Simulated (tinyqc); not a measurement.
## Delay unit and parasitic delay from two ring oscillators

Question. A ring of 51 inverters oscillates at 1/(2 x 51 d), with stage delay d = tau (h + p) for fan-out h. Find tau, p and the delay at fan-out 4.

frequencies of 51-stage ring oscillators with fan-out 1 and 4 (GHz): [4.4674967, 1.5852408]

Answer. d is a straight line in h with slope tau and intercept tau p.

tau = 1.33 ps
p = 0.650
delay at fan-out 4 = 6.18 ps

Computed by the program tinyqc: `OMP_NUM_THREADS=1 python tinyqc.py 2082060 2082061 out.jsonl`, one thread of a shared Intel Xeon 2.30GHz, about 0.01 s for the whole run.
